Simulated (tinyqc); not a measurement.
Angle of incidence: thin-film optics by transfer matrices.

Indices N = n + i k. Snell: N0 sin(theta) = N_j sin(theta_j), with Im(N_j cos theta_j) >= 0. Admittance y_j = N_j cos theta_j for s and N_j/cos theta_j for p. Phase delta_j = 2 pi N_j cos theta_j d_j/lambda. Layer matrix [[cos delta, -i sin delta/y], [-i y sin delta, cos delta]], multiplied from the top down to M. (B, C) = M (1, y_sub); r = (y0 B - C)/(y0 B + C), R = |r|^2, T = 4 Re y0 Re y_sub/|y0 B + C|^2, absorbed in the films 1 - R - T.

Ellipsometry: rho = tan(Psi) exp(i Delta) = -conj(r_p/r_s) with the r of the admittance formula, Delta in 0 to 360 degrees, so that a bare dielectric at small angles gives Delta = 180.

Parameters, chosen for this exercise (indices near those of resist, ARC, SiO2 on W; shifted at random, so the results belong to these values and not to a real crystal):
- lam = 193 nm (vacuum wavelength)
- n0 = 1 (ambient index)
- n = (1.717, 1.789, 1.546, 1.303) (n of resist, ARC, SiO2, substrate)
- k = (0.021, 0.35, 0, 2.993) (k in the same order)
- d = (713, 26.5, 368) nm (thicknesses, top first)

Both polarisations.

Stack:
```
theta (degrees)     R_s     R_p    Psi   Delta
0                0.1177  0.1177  45.00  180.00
15               0.1718  0.1543  43.46  179.78
30               0.1167  0.0604  35.73  165.73
45               0.0864  0.0028  10.26  151.29
55               0.1781  0.0079  11.88  230.85
60               0.2178  0.0120  13.19   50.59
65               0.4495  0.0079   7.56  103.25
70               0.4380  0.0162  10.88  301.88
75               0.3632  0.1392  31.76  338.64
80               0.5049  0.3131  38.22    1.28
85               0.7439  0.5561  40.85    3.96
```

R_s and R_p agree at normal incidence (0.1177). R_p is lowest at 45 degrees of those listed (0.0028), where R_s = 0.0864; the top face alone would stop reflecting p light at arctan(n/n0) = 59.8 degrees, while the layers and the substrate below set where the minimum falls. R_s does not rise steadily, because the phase thickness of the films changes with the angle.

Run: tinyqc, `OMP_NUM_THREADS=1 python tinyqc.py 1682321 1682322 out.jsonl`; Intel(R) Xeon(R) Processor @ 2.30GHz, one thread, shared host; about 0.01 s of CPU time with all checks.
